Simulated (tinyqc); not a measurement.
Off-state leakage of single and stacked transistors: leakage components against the temperature.

n-channel devices of unit width. Subthreshold current I(Vg, Vs, Vd) = I0 (T/300 K)^0.5 exp[(Vg - Vs - VT(T) - gb (Vs - Vb) + dd (Vd - Vs))/(nf Vt)] (1 - exp(-(Vd - Vs)/Vt)), VT(T) = VT - cT (T - 300 K). Gate-edge tunnelling Ig (Vd/1 V) exp(ag (Vd - 1 V)), for a gate at 0 V, and band-to-band leakage Ab u exp(-Bb/u), u = Vd - Vb + 1 V, flow at a drain held at V; both are taken as independent of T. In a stack of off transistors (all gates at 0 V) the same subthreshold current passes through each.

One transistor with Vg = Vs = 0, Vd = V; stack factor I(one)/I(two in series).

Inputs (values chosen for the exercise); values of the order met in bulk silicon logic transistors: supply voltage V = 1 V; threshold at 300 K, zero drain and body bias VT = 0.3 V; fall of the threshold with temperature cT = 0.8 mV/K; current at threshold at 300 K I0 = 0.64 uA/um; slope factor nf = 1.25; drain-induced lowering per volt dd = 0.11; rise of the threshold per volt of source-body bias gb = 0.21; gate-edge tunnelling current at 1 V Ig = 0.0001 uA/um; exponential slope of the gate current ag = 3.5 1/V; prefactor of band-to-band leakage at the drain Ab = 5 uA/(um V); its exponential voltage Bb = 24 V; body voltage Vb = 0 V.

Constants: q = 1.602176634e-19 C, kB = 1.380649e-23 J/K, Vt = kB T/q. Results are converted to the units shown.

The same in every row: gate edge (nA/um) = 0.10000; band-to-band (nA/um) = 0.061442.

Leakage components against the temperature:
```
T (K)  subthreshold (nA/um)  total (nA/um)  stack factor  largest part
250                 0.11411        0.27555        44.535  subthreshold
275                 0.51102        0.67246        31.919  subthreshold
300                  1.7893         1.9508        24.249  subthreshold
325                  5.1833         5.3448        19.265  subthreshold
350                  12.934         13.095        15.852  subthreshold
375                  28.638         28.799        13.414  subthreshold
400                  57.530         57.692        11.610  subthreshold
425                  106.66         106.83        10.238  subthreshold
```

As T goes from 250 to 425, the total leakage rises from 0.276 to 107 nA/um. The subthreshold part leads at T = 250 and in all other rows. The subthreshold part doubles every 28.1 K between the last two rows. The reduction by a stack of two falls from 44.5 to 10.2, for the subthreshold part alone. For T = 400, 425 the gate is within about 3 nf Vt of threshold, where the exponential law overstates the current.

Computed by the program tinyqc: `OMP_NUM_THREADS=1 python tinyqc.py 2242004 2242005 out.jsonl`, one thread of a shared Intel Xeon 2.30GHz, about 0.03 s for the whole run.
